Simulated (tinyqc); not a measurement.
## Isotype n-N heterojunction, non-linear Poisson equation by Newton steps, Boltzmann statistics: effect of the conduction-band offset Ec2 - Ec1

One dimension, material 1 (n-type) at x < 0 and material 2 (n-type) at x > 0. Band edges: Ec = -psi in material 1 and -psi + dEc in material 2, Ev = Ec - Eg. Equilibrium, Fermi level at 0. n = Nc F((EFn - Ec)/Vt), p = Nv F((Ev - EFp)/Vt), with F(eta) = exp(eta) (Boltzmann statistics); full ionisation, no interface charge, classical densities; the doping types are chosen for the exercise.

Exact first integral: on each side D^2/(2 eps0 er) = G, G = q [Vt (nI_j - nI_b) + Vt (pI_j - pI_b) - C (psi_j - psi_b)], with C = +N1 or +N2, b the neutral end of that side, and nI, pI the densities themselves. D is continuous, so er1 G1(psi_j) = er2 G2(psi_j) fixes psi_j. Ends from Nc1 F(psi_L/Vt) = N1 and Nc2 F((V + psi_R - dEc)/Vt) = N2. D is counted positive when psi rises towards material 2.

Inputs (values chosen for the exercise); band and dielectric values those of a made-up pair: temperature T = 300 K; band gap of material 1 Eg1 = 1.21 eV; relative permittivity of material 1 er1 = 10.7; conduction-band density of states of material 1 Nc1 = 2.67e19 cm^-3; valence-band density of states of material 1 Nv1 = 2.85e19 cm^-3; band gap of material 2 Eg2 = 2.05 eV; relative permittivity of material 2 er2 = 10.6; conduction-band density of states of material 2 Nc2 = 1.09e20 cm^-3; valence-band density of states of material 2 Nv2 = 8.58e19 cm^-3; donor density of material 1 N1 = 2.1e17 cm^-3; donor density of material 2 N2 = 3e17 cm^-3; bias of side 1 against side 2 V = 0 V.

Constants: q = 1.602176634e-19 C, kB = 1.380649e-23 J/K, Vt = kB T/q, eps0 = 8.8541878128e-14 F/cm where lengths are in cm. Results are converted to the units shown.

Result of one run:
```
dEc (eV)  psi_R - psi_L (V)  psi_j - psi_L (V)  psi_R - psi_j (V)  D/q (cm^-2)  n_j in 1 (cm^-3)  n_j in 2 (cm^-3)
0.3                  0.2729            0.06718             0.2057     7.950e11          2.823e18          1.052e14
```

What becomes of these results when the conduction-band offset Ec2 - Ec1 dEc is changed from 0.3 to 0.22 eV, all else the same?

Result of the changed run:
```
dEc (eV)  psi_R - psi_L (V)  psi_j - psi_L (V)  psi_R - psi_j (V)  D/q (cm^-2)  n_j in 1 (cm^-3)  n_j in 2 (cm^-3)
0.22                 0.1929            0.05745             0.1354     6.209e11          1.938e18          1.594e15
```

The whole series:
```
dEc (eV)  psi_R - psi_L (V)  psi_j - psi_L (V)  psi_R - psi_j (V)  D/q (cm^-2)  n_j in 1 (cm^-3)  n_j in 2 (cm^-3)
0                  -0.02714           -0.01590           -0.01125    -9.996e10          1.135e17          4.635e17
0.07                0.04286            0.02034            0.02251     1.622e11          4.613e17          1.256e17
0.15                 0.1229            0.04481            0.07804     4.335e11          1.189e18          1.466e16
0.22                 0.1929            0.05745             0.1354     6.209e11          1.938e18          1.594e15
0.3                  0.2729            0.06718             0.2057     7.950e11          2.823e18          1.052e14
0.38                 0.3529            0.07430             0.2786     9.424e11          3.719e18          6.275e12
0.45                 0.4229            0.07927             0.3436     1.057e12          4.507e18          5.071e11
0.53                 0.5029            0.08399             0.4189     1.175e12          5.410e18          2.758e10
0.6                  0.5729            0.08753             0.4853     1.271e12          6.203e18           2.108e9
```

As dEc goes from 0 to 0.6, the total bending rises from -0.0271 to 0.573 V and the sheet charge D/q rises from -1.00e11 to 1.27e12 cm^-2; the share of the bending in material 1 falls from 58.6 to 15.3 %. The bending changes sign within the table: electrons move into material 1 where it is positive and into material 2 where it is negative.

Numbers from tinyqc (`OMP_NUM_THREADS=1 python tinyqc.py 2040047 2040048 out.jsonl`; about 0.01 s on one thread of a shared Intel Xeon 2.30GHz).
